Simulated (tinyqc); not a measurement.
Solute against host over temperature: five-frequency model of solute diffusion by vacancies in an fcc metal. Computed by tinyqc, a small Python program. Command: `OMP_NUM_THREADS=1 python tinyqc.py 3018965 3018966 out.jsonl fivefreq walk`. One thread of a shared host (Intel(R) Xeon(R) Processor @ 2.30GHz), about 0.05 s of CPU time with the checks.

A vacancy next to the solute exchanges with it (w2), jumps to one of 4 sites that also neighbour the solute (w1) or to one of 7 that do not (w3); w4 is the reverse of w3 and w0 the host jump.

Inputs (values chosen for the exercise, for a model solute in a host close to nickel): barrier E0 (host jump) = 1.01 eV; barrier E1 (vacancy circles the solute) = 1.19 eV; barrier E2 (exchange) = 1.03 eV; barrier E3 (dissociation) = 0.998 eV; binding energy E_b (positive for attraction) = -0.028 eV; vacancy formation energy E_f = 1.72 eV; formation entropy S_f = 1.5 k_B; attempt frequency nu = 7.6 THz; lattice constant a = 3.52 angstrom; temperature T = 871 K.

Constants: k_B = 8.617333262e-05 eV/K.

Method:
- w_i = nu exp(-E_i/(k_B T)); detailed balance gives E4 = E3 - E_b.
- Manning: with y = w4/w0, 7F = 7 - (10 y^4 + 180.5 y^3 + 927 y^2 + 1341 y)/(2 y^4 + 40.2 y^3 + 254 y^2 + 597 y + 436); f2 = (2 w1 + 7F w3)/(2 w2 + 2 w1 + 7F w3).
- c_v = exp(S_f - E_f/(k_B T)); host D0 = a^2 c_v w0 x 0.7815; solute D2 = a^2 c_v exp(E_b/(k_B T)) w2 f2; 1 angstrom^2 = 1e-16 cm^2.

Diffusion:
```
T (K)       f2  D0 (cm^2/s)  D2 (cm^2/s)    D2/D0
566    0.84228   1.6211e-26   6.5302e-27  0.40283
653    0.82986   2.8083e-23   1.2708e-23  0.45250
740    0.82015   8.4251e-21   4.1652e-21  0.49438
871    0.80921   5.2717e-18   2.8797e-18  0.54626
1000   0.80148   5.7501e-16   3.3785e-16  0.58756
1130   0.79576   2.2005e-14   1.3687e-14  0.62197
1260   0.79150   3.9696e-13   2.5839e-13  0.65092
```

What follows from these numbers?

The apparent activation energy of D2 is 2.773 eV between the coldest rows and 2.773 eV between the hottest; without correlation it would be E_f - E_b + E2 = 2.778 eV, and the host has 2.730 eV. f2 is not small, so the exchange barrier governs.
